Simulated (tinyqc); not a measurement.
# Deal-Grove kinetics of thermal oxidation of silicon, step by step

A worked calculation. Computed by tinyqc, a small Python program that keeps every step. Command: `OMP_NUM_THREADS=1 python tinyqc.py 3008129 3008130 out.jsonl oxide walk`. One thread of a shared host (Intel(R) Xeon(R) Processor @ 2.30GHz), about 0.02 s of CPU time with the checks. Intermediate numbers are printed to about 6 digits and carried at full precision; extremes and crossings named in words are read from the listed rows.

Oxidant diffuses through the oxide and reacts at the interface, so that dx/dt = B/(A + 2x) for the oxide thickness x.

Inputs (values chosen for the exercise, close to those used for silicon):
```
quantity                              value    unit
prefactor B0                            407  um^2/h
activation energy E_B                 0.788      eV
prefactor (B/A)0                   9.67e+07    um/h
activation energy E_A                  2.05      eV
temperature T                          1125       C
oxidant pressure p                        5     atm
pressure exponent m of B/A                1       -
initial oxide x_i                     0.025      um
time t                                    2       h
field oxide beside the window x_f      0.67      um
```

Ambient: steam. Surface: (100). Extension: masking step.

Constants: k_B = 8.617333262e-05 eV/K.

## Rate constants

B = B0 p exp(-E_B/(k_B T)), B/A = (B/A)0 p^m exp(-E_A/(k_B T)), p in atm; A = B/(B/A). Temperatures in kelvin are T(C) + 273.15.

parabolic constant B = 2.93857 um^2/h

linear constant B/A = 19.7223 um/h

length A = 0.148998 um

Reaction at the interface limits growth while x is well below A/2 = 0.0745 um, diffusion once x is well above it.

## Thickness after the oxidation

tau = (x_i^2 + A x_i)/B and x = (A/2) [sqrt(1 + 4 B (t + tau)/A^2) - 1], the root of x^2 + A x = B (t + tau). Silicon consumed is 0.44 times the oxide grown; the rate is B/(A + 2x).

tau = 0.00148029 h

oxide thickness x = 2.35182 um

silicon consumed = 1.02380 um

final growth rate = 0.605560 um/h

2x/A = 31.6: diffusion through the oxide limits the rate.

## Full law against its linear and parabolic limits

Linear limit x = (B/A)(t + tau); parabolic limit x = sqrt(B (t + tau)).

Thickness (um):
```
t (h)     full  linear limit  parabolic limit     2x/A
0.05   0.32152   1.01531e+00          0.38895    4.316
0.1    0.47664   2.00142e+00          0.54608    6.398
0.25   0.78837   4.95976e+00          0.85965   10.582
0.5    1.14172   9.89032e+00          1.21393   15.325
1      1.64261   1.97515e+01          1.71549   22.049
2      2.35182   3.94737e+01          2.42518   31.569
4      3.35540   7.89182e+01          3.42909   45.040
8      4.77508   1.57807e+02          4.84901   64.096
16     6.78312   3.15585e+02          6.85722   91.050
32     9.62313   6.31141e+02          9.69735  129.172
```

Both limits lie above the full result, since each drops one resistance. The linear law overshoots by 220 % in the first row and 6500 % in the last, the parabolic law by 21 % and 0.77 %. The parabolic law is the better one in every row, as 2x/A stays above 1.24.

## A window beside field oxide

The same oxidation acts on the field oxide, with x_f in place of x_i. Each region consumes 0.44 times the oxide it grows; the step in the silicon surface is the difference, and the step in the oxide surface is (x_f(new) - 0.44 growth) against the same for the window, counted from the silicon surface before this oxidation.

field oxide afterwards = 2.46152 um

step in the silicon = 0.235531 um

step in the oxide surface = 0.345233 um

The field oxide grows by 1.79 um and the window by 2.33 um: the thicker film slows the oxidant.

Checks made by the program: closed form against Runge-Kutta integration of dx/dt (relative difference below 1e-10).
